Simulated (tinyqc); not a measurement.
# Lossy on-chip transmission line with skin effect: what changes with what

A uniform line in a homogeneous dielectric: c = sqrt(er)/(c0 Z0), l = Z0 sqrt(er)/c0 (c0 = 299792458 m/s), g = w c td, w = 2 pi f. The resistance joins its limits as r = sqrt(r_dc^2 + r_hf^2), with r_dc = rho/(wd th), r_hf = kr rho/(2 delta (wd + th)), delta = sqrt(rho/(pi f mu0)), mu0 = 4 pi 1e-7 H/m; this is an interpolation, and internal inductance, up to 0.05 nH/mm at low frequency, is neglected.

Parameters, values chosen for the exercise: width of the strip wd = 4.3 um; thickness of the strip th = 0.65 um; resistivity rho = 1.8 uohm cm; relative permittivity er = 3.5; loss tangent td = 0; lossless impedance sqrt(l/c) Z0 = 75 ohm; factor for crowding and the return path kr = 1.2; length len = 2.4 mm; source resistance Rg = 10 ohm; load resistance RL = 100 ohm; load capacitance CL = 100 fF; frequency f = 0.23 GHz.

Each table varies one quantity; the others keep the values above.

## Line properties against frequency

gamma = sqrt((r + i w l)(g + i w c)) = alpha + i beta, Zc = sqrt((r + i w l)/(g + i w c)), roots with positive real part; loss 8.685889638 alpha in dB; phase velocity w/beta. ZL = 1/(1/RL + i w CL); reflection (ZL - Zc)/(ZL + Zc); Zin = Zc (ZL + Zc tanh(gamma len))/(Zc + ZL tanh(gamma len)); H = V_load/V_source = [Zin/(Zin + Rg)]/[cosh(gamma len) + (Zc/ZL) sinh(gamma len)].

Results:

| f (GHz) | r (ohm/mm) | r/(w l) | loss (dB/mm) | \|Zc\| (ohm) | phase velocity over c0 | length in wavelengths | \|H\| (dB) |
|---|---|---|---|---|---|---|---|
| 0.01 | 6.441 | 219.0 | 0.03556 | 1110 | 0.05096 | 0.001571 | -1.970 |
| 0.03 | 6.443 | 73.03 | 0.06132 | 640.9 | 0.08786 | 0.002734 | -1.970 |
| 0.09 | 6.447 | 24.36 | 0.1048 | 370.3 | 0.1500 | 0.004802 | -1.971 |
| 0.3 | 6.464 | 7.327 | 0.1827 | 204.0 | 0.2609 | 0.009206 | -1.971 |
| 0.8 | 6.505 | 2.765 | 0.2683 | 128.6 | 0.3808 | 0.01682 | -1.958 |
| 2 | 6.600 | 1.122 | 0.3416 | 91.95 | 0.4778 | 0.03351 | -1.858 |
| 20 | 7.897 | 0.1343 | 0.4562 | 75.34 | 0.5333 | 0.3002 | -4.020 |
| 60 | 10.20 | 0.05783 | 0.5906 | 75.06 | 0.5343 | 0.8990 | -8.788 |

Estimate the missing row, f = 7 GHz.

Computed row:

| f (GHz) | r (ohm/mm) | r/(w l) | loss (dB/mm) | \|Zc\| (ohm) | phase velocity over c0 | length in wavelengths | \|H\| (dB) |
|---|---|---|---|---|---|---|---|
| 7 | 6.984 | 0.3393 | 0.3989 | 77.07 | 0.5272 | 0.1063 | -0.6534 |

With this row back in the table: r equals w l at 2.25 GHz: below it |Zc| and the delay grow as in an RC line, above it |Zc| tends to Z0 = 75 ohm and the velocity to 1/sqrt(er) = 0.535 c0. The loss goes as f^(0.50) between the first two rows and f^(0.23) between the last two. |H| is -1.97 dB in the first row and -8.79 dB in the last; between rows it can pass through resonances that the table doesn't show.

## Effect of the length

Same model as above.

The same in every row: r (ohm/mm) = 6.459; r/(w l) = 9.549; loss (dB/mm) = 0.1624; |Zc| (ohm) = 232.4; phase velocity over c0 = 0.2322.

Results:

| len (mm) | length in wavelengths | \|H\| (dB) |
|---|---|---|
| 0.24 | 7.931e-4 | -0.9492 |
| 0.73 | 0.002412 | -1.192 |
| 1.3 | 0.004296 | -1.466 |
| 2.2 | 0.007270 | -1.881 |
| 3.9 | 0.01289 | -2.616 |
| 6.9 | 0.02280 | -3.776 |
| 12 | 0.03965 | -5.447 |

Estimate the missing row, len = 0.42 mm.

Computed row:

| len (mm) | length in wavelengths | \|H\| (dB) |
|---|---|---|
| 0.42 | 0.001388 | -1.039 |

With this row back in the table: As len goes from 0.24 to 12, the loss stays at 0.162 dB/mm, |Zc| stays at 232 ohm and |H| goes from -0.949 to -5.45 dB, with its highest value among the rows, -0.949 dB, at len = 0.24.

tinyqc, about 0.01 s, one thread, Intel Xeon 2.30GHz (shared host): `OMP_NUM_THREADS=1 python tinyqc.py 2810167 2810168 out.jsonl`
